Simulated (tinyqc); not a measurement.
# Thermal resistances of a two-die stack

Problem. Heat leaves through the lower die only, and the system is linear. Find the resistance R1 from the lower die to the coolant, R2 between the dies, and the rise of the upper die when both are powered.

Inputs (values chosen for the exercise):
- P1 = 27 W (power of the lower die)
- P2 = 8.4 W (power of the upper die)

rises of the lower and upper die with only the lower one powered (K): 12.96  12.96
rises of the lower and upper die with only the upper one powered (K): 4.032  6.552

Solution. With only the lower die powered no heat crosses R2, so both dies rise by P1 R1; the difference in the second test is P2 R2; rises add.

R1 = 0.4800 K/W
R2 = 0.3000 K/W
rise of the upper die = 19.51 K

Numbers from tinyqc (`OMP_NUM_THREADS=1 python tinyqc.py 2162006 2162007 out.jsonl`; about 0.04 s on one thread of a shared Intel Xeon 2.30GHz).
